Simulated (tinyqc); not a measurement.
Equilibrium and kinetic segregation of a solute to boundaries and growing surfaces. Changing the anneal time t. Computed by tinyqc, a small Python program. Command: `OMP_NUM_THREADS=1 python tinyqc.py 3001413 3001414 out.jsonl segreg sweep`. One thread of a shared host (Intel(R) Xeon(R) Processor @ 2.30GHz), about 0.01 s of CPU time with the checks.

Inputs (values chosen for the exercise, modelled on phosphorus in polycrystalline silicon):
```
quantity                               value   unit
segregation energy Q                   0.417     eV
interaction z w (positive attracts)     0.16     eV
total solute fraction x0              0.0012      -
temperature T                           1200      K
grain size d                              40     nm
boundary thickness delta                0.53     nm
bulk diffusivity D                   6.9e-21  m^2/s
mixing                                   0.3      -
```

Isotherm: Fowler-Guggenheim.

Constants: k_B = 8.617333262e-05 eV/K.

Method:
- With theta the solute fraction on boundary sites and x that in the grains, theta/(1 - theta) = [x/(1 - x)] exp[(Q + z w theta)/(k_B T)].
- The coverage theta_inf is that for x = x0. Start at theta = 0; theta(new) = theta + mixing (theta(out) - theta); stop below 1e-10, 80 steps at most.
- McLean kinetics from a uniform start, fed from both sides, with a constant enrichment beta = theta_inf/x0: (theta - x0)/(theta_inf - x0) = 1 - exp(s^2) erfc(s), s = 2 sqrt(D t)/(beta delta); half filling at s = 0.7691, t = (0.7691 beta delta/2)^2/D. D is an input and does not follow T.

One run for each value:
```
anneal time t (s)  degree of filling      s
7.7                           0.0165  0.015
32                            0.0333  0.030
130                           0.0653  0.061
550                           0.1273  0.126
2300                          0.2347  0.257
9600                          0.3968  0.525
40000                         0.5911  1.071
170000                        0.7651  2.208
690000                        0.8762  4.448
```

What does the table show, and why?

Over the rows, degree of filling rises from 0.0165 to 0.876 (exponent d ln y / d ln x 0.49 between the first rows and 0.097 between the last); s rises from 0.0149 to 4.45 (exponent d ln y / d ln x about 0.50 throughout). At the low end the exponent of degree of filling is 0.49, close to 0.50: early filling goes as sqrt(D t).

Caution (all rows): half of theta_inf exceeds the equilibrium coverage of grains of this size, so half filling is never reached in them. Caution (rows 40000, 170000, 690000): sqrt(D t) reaches across the grain, so the semi-infinite solution overstates the filling.

Extremes, crossings and ranges named in words are read from the listed rows.
